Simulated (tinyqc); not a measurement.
Inside a calculation. Method: Ewald sum of point charges, displaced rock salt lattice. Computed by tinyqc, a small Python program that keeps every step. Command: `OMP_NUM_THREADS=1 python tinyqc.py 20359 20360 out.jsonl` (the two numbers bound the seeds that draw the settings). One thread of a shared host (Intel(R) Xeon(R) Processor @ 2.60GHz), about 0.04 s of CPU time with the checks.

## Ewald sum with eta = 0.398 1/bohr

cell vectors (rows) (bohr):
```
          1         2         3
1  0.000000  4.015000  4.015000
2  4.015000  0.000000  4.015000
3  4.015000  4.015000  0.000000
```

Charges:
```
q                f1        f2        f3
2.000000   0.000000  0.000000  0.000000
-2.000000  0.430000  0.520000  0.500000
```

Real space: 1/2 sum q_i q_j erfc(eta r)/r over all images with r > 0; reciprocal space: (2 pi/V) sum_(G != 0) exp(-G^2/4 eta^2)/G^2 |S(G)|^2 with S(G) = sum q exp(i G.r); self term -eta/sqrt(pi) sum q^2; background -pi Q^2/(2 V eta^2), Q the total charge.

Real-space shells (first ones):
```
r (bohr)  pairs  sum (hartree)
3.740205      2      -0.037724
3.825433      2      -0.032734
3.949830      2      -0.026536
4.109838      2      -0.020155
4.225871      2      -0.016451
4.301487      2      -0.014388
5.678067     24       0.011782
6.631195      2      -0.000114
6.727731      2      -0.000091
6.869992      2      -0.000064
6.963219      4      -0.000102
7.055213      2      -0.000041
```

Reciprocal shells (first ones that count):
```
G^2 (1/bohr^2)  vectors  sum (hartree)
1.836749              8       0.182799
2.448999              6       0.001010
4.897998             12       0.000042
6.734748             24       0.000062
7.346997              8       5.69e-07
9.795997              6       8.95e-09
11.632746            24       1.51e-08
12.244996            24       7.33e-10
```

## The total does not depend on eta

The same sums for other eta.

Totals (hartree per cell):
```
eta            real  reciprocal       self  background        total
0.398000  -0.136657    0.183914  -1.796380    0.000000  -1.74912251
0.580000  -0.006887    0.875604  -2.617840    0.000000  -1.74912251
0.827000  -0.000028    1.983583  -3.732678    0.000000  -1.74912251
```

shortest distance = 3.740205 bohr

Madelung constant -E d / (formula units |q+ q-|) = 1.635519
